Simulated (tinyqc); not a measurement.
Transfer-length model of a contact: one step of the calculation.

A metal contact of length d and width W on a thin layer of the same width. The metal has no resistance, the sheet resistance under it equals Rsh, and current enters the layer at the front edge x = 0.

Question. Transfer length. A = Lt coth(d/Lt) is solved for Lt, starting from Lt = A. Lt(new) = A tanh(d/Lt).

Inputs (values chosen for the exercise):
- d = 0.041 um (contact length)

A = 0.077851617 um
Lt after iteration 1 = 0.037587595 um

Wanted: Lt after iteration 2.

Answer.

Lt after iteration 2 = 0.062061 um

Numbers from tinyqc (`OMP_NUM_THREADS=1 python tinyqc.py 2760031 2760032 out.jsonl`; about 0.01 s on one thread of a shared Intel Xeon 2.30GHz).
